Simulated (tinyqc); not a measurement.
From results back to parameters: pi bands of a honeycomb layer in tight binding. Three cases, with inputs chosen for the exercise.

Problem. With nearest hopping t, overlap s0 of neighbours and w the size of the sum of the three phase factors, the levels are -t w/(1 + s0 w) and t w/(1 - s0 w). The levels at Gamma (w = 3) come from hidden t and s0.

Find: t, s0; difference at M (w = 1).

Method. The reciprocals of the sizes add to 2/(3t) and differ by 2 s0/t.

Case 1.

levels at Gamma (eV): lower -6.09294, upper 8.44869

Solution.

t, s0: 2.360  0.054

difference at M (w = 1) = 4.734 eV

Case 2.

levels at Gamma (eV): lower -6.48462, upper 12.04286

Solution.

t, s0: 2.810  0.100

difference at M (w = 1) = 5.677 eV

Case 3.

levels at Gamma (eV): lower -6.39526, upper 13.31279

Solution.

t, s0: 2.880  0.117

difference at M (w = 1) = 5.840 eV

Computed by tinyqc, one run a case: `OMP_NUM_THREADS=1 python tinyqc.py N N+1 out.jsonl` with N = 1480015, 1480399, 1480521; one thread of a shared Intel(R) Xeon(R) Processor @ 2.30GHz, about 0.01 s a run at most.
